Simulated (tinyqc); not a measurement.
Minority carriers and saturation current of a heavily doped emitter: effect of temperature on the narrowing factor.

n-type, parabolic bands, full ionisation. eta = (EF - Ec)/kB T solves N = Nc F12(eta), F12(x) = (2/sqrt(pi)) int_0^infinity sqrt(u)/(1 + exp(u - x)) du. The gap shrinks rigidly by dEg = E1 [ln(N/N0) + sqrt(ln^2(N/N0) + 0.5)], an empirical law that is here taken as the true narrowing.

Nc is given at 300 K and scales as T^1.5; dEg is held. The factor nie^2/ni^2 = exp(dEg/kB T) g, g = F12(eta) exp(-eta), divides the current gain of a transistor with this emitter.

Parameters, values chosen for the exercise; band and dielectric values those of a made-up semiconductor:
```
symbol,value,unit,meaning
Nc,2.84e19,cm^-3,conduction-band density of states at 300 K
N,5.4e18,cm^-3,ionised donor density
E1,8.3,meV,energy of the narrowing law
N0,1.3e17,cm^-3,density of the narrowing law
```

Constants: q = 1.602176634e-19 C, kB = 1.380649e-23 J/K, Vt = kB T/q. Results are converted to the units shown.

Result of one run:
```
T (K)	eta	g	nie^2/ni^2	its logarithm
300	-1.593	0.9352	10.46	2.347
```

What becomes of these results when the temperature T is changed from 300 to 250 K, all else the same?

Result of the changed run:
```
T (K)	eta	g	nie^2/ni^2	its logarithm
250	-1.298	0.9157	16.59	2.809
```

The whole series:
```
T (K)	eta	g	nie^2/ni^2	its logarithm
150	-0.4315	0.8280	103.5	4.640
200	-0.9289	0.8844	33.07	3.499
250	-1.298	0.9157	16.59	2.809
300	-1.593	0.9352	10.46	2.347
350	-1.838	0.9482	7.509	2.016
400	-2.048	0.9573	5.854	1.767
450	-2.232	0.9641	4.821	1.573
```

The factor falls from 104 to 4.82. Its slope against q/kB T is 59.0 meV between the first two rows and 60.2 meV between the last two, against dEg = 62.4 meV: degeneracy takes back part of the narrowing. The factor grows on cooling, so the current gain of such a transistor falls.

Range of the model: Band tails, non-parabolic bands and incomplete ionisation are left out.

Computed by the program tinyqc: `OMP_NUM_THREADS=1 python tinyqc.py 2330162 2330163 out.jsonl`, one thread of a shared Intel Xeon 2.30GHz, about 0.01 s for the whole run.
